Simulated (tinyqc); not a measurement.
Worked calculation: electron-beam lithography: double-Gaussian proximity function, edge placement and dose correction for parallel lines. Computed by tinyqc, a small Python program that keeps every step. Command: `OMP_NUM_THREADS=1 python tinyqc.py 3111613 3111614 out.jsonl proximity walk`. One thread of a shared host (Intel(R) Xeon(R) Processor @ 2.30GHz), about 0.01 s of CPU time with the checks. Intermediate numbers are printed to about 7 digits and carried at full precision; extremes and crossings named in words are read from the listed rows.

Lines are infinitely long. Absorbed energy is counted so that the middle of a very large area written at dose 1 receives 1; the resist develops where it exceeds 1/2.

Inputs (values chosen for the exercise, of the order of those for 30 keV electrons in resist on silicon):
```
quantity                              value               unit
forward range alpha                   0.014         micrometre
backscatter range beta                  4.5         micrometre
backscatter ratio eta                  0.48                  -
base dose D0                            800  microcoulomb/cm^2
beam current                           0.64                 nA
pixel size                                5                 nm
width of the test line                0.036         micrometre
pattern density around the test line   0.16                  -
```

line widths (micrometre): 0.77  0.054  0.5  4.7

gaps between the lines (micrometre): 0.58  0.31  0.067

Constants: e = 1.602176634e-19 C.

## Layout

The first line starts at x = 0; each next one starts after the width and the gap.

Lines (micrometre):
```
line  left edge  right edge  centre
1         0.000       0.770   0.385
2         1.350       1.404   1.377
3         1.714       2.214   1.964
4         2.281       6.981   4.631
```

## Interaction matrix

f(r) = [exp(-r^2/alpha^2)/alpha^2 + eta exp(-r^2/beta^2)/beta^2]/(pi (1 + eta)). A line from a to b at dose d gives E(x) = d [S(alpha) + eta S(beta)]/(1 + eta), S(s) = [erf((b - x)/s) - erf((a - x)/s)]/2. M_ij is the mean of E at the two edges of line i from line j at dose 1.

M:
```
           1          2          3          4
1  0.3688449  0.0020778  0.0178632  0.0834458
2  0.0297583  0.3400335  0.0199676  0.1132088
3  0.0275680  0.0021523  0.3580856  0.1305244
4  0.0149290  0.0012873  0.0130425  0.4773528
```

## Dose correction

Uncorrected edge energies are M 1. Solve M d = 1/2 for the doses d that put the mean edge energy of every line at the threshold.

edge energies at dose 1: 1 0.4722318, 2 0.5029682, 3 0.5183303, 4 0.5066115

corrected doses: 1 1.081226, 2 0.992190, 3 0.948053, 4 0.985050

largest over smallest dose = 1.140470

Line 1 needs the most and line 3 the least; a narrow isolated line much wider than alpha would need 1 + eta = 1.48.

## Printed widths

Edges are the roots of E(x) = 1/2 between a line centre and the middle of the next gap. Three cases: dose 1 everywhere; one common dose equal to the mean of d; the corrected doses.

Width error, printed less drawn (nm):
```
line  drawn width (nm)     dose 1  mean dose  corrected
1                  770  -2.044268  -1.984134   8.83e-04
2                   54   0.218078   0.277843   5.80e-05
3                  500   1.348045   1.407961   4.13e-04
4                 4700   0.486716   0.546591   3.21e-04
```

With the common mean dose the errors span 3.4 nm. With corrected doses the largest error is below 0.01 nm.

## Dose to size and latitude

A test line of width w << beta in surroundings of density rho, all at dose d: near its edge E(x) = d [S + eta rho]/(1 + eta), S = [erf((b - x)/alpha) - erf((a - x)/alpha)]/2 for edges a and b, the second term being the background energy. Dose to size d_s = (1 + eta)/(erf(w/alpha) + 2 eta rho), dose = d_s D0; edge slope d [1 - exp(-w^2/alpha^2)]/(sqrt(pi) alpha (1 + eta)); width change per 1 % of dose = 2 x 0.01 x (1/2)/slope.

dose to size d_s = 1.283248

dose = 1026.598 microcoulomb/cm^2

edge slope = 0.03489489 1/nm

width change per 1 % of dose = 0.2865749 nm

background energy = 0.06659015

The background supplies 13 % of the threshold.

## Shot noise and writing time

With dose = d_s D0: electrons per pixel N = dose x pixel area/e; relative noise 1/sqrt(N); time per cm^2 of pattern area = dose x density/current; pixel rate = current/(dose x pixel area).

electrons per pixel = 1601.880

shot noise = 2.498532 %

writing time per cm^2 = 71.29154 h

pixel rate = 2.493673 MHz

Checks made by the program: corrected edge energies (relative difference below 1e-10).
